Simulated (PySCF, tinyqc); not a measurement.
Inside a calculation. Method: CCD on RHF in the sto-6g basis, for H4, spin multiplicity 1. The lowest restricted solution is unstable here: a spin-polarised one lies 0.0836 hartree lower (PySCF). One step of it, computed by the program tinyqc.

Problem. CCD: starting amplitudes. t_ij^ab = <ij||ab> / (e_i + e_j - e_a - e_b), whose energy is MP2.

orbital energies (hartree): MO1 -0.512553, MO2 -0.265701, MO3 0.189155, MO4 0.446402

Two-electron integrals over orbitals (pq|rs), unique and non-zero (hartree):
```
(11|11) 0.446462   (21|21) 0.146713   (22|11) 0.443078   (22|22) 0.451452
(31|31) 0.125825   (32|32) 0.093453   (33|11) 0.439637   (33|22) 0.440091
(33|33) 0.447996   (41|32) 0.090960   (41|41) 0.088560   (42|31) 0.130305
(42|42) 0.141736   (43|21) 0.149720   (43|43) 0.163727   (44|11) 0.444328
(44|22) 0.453468   (44|33) 0.454061   (44|44) 0.468151
```

Give: Starting amplitudes; correlation energy.

Solution.

Starting amplitudes (spin orbitals 1a, 1b, ...; amplitudes related by a flip of all spins are not repeated):
```
from      to       t
2a 2b  3a 3b  -0.103
2a 2b  4a 4b  -0.100
1a 2b  3a 4b  -0.092
1a 1b  3a 3b  -0.090
1a 2b  3b 4a   0.064
1a 1b  4a 4b  -0.046
1a 2a  3a 4a  -0.028
```

correlation energy = -0.07699 hartree
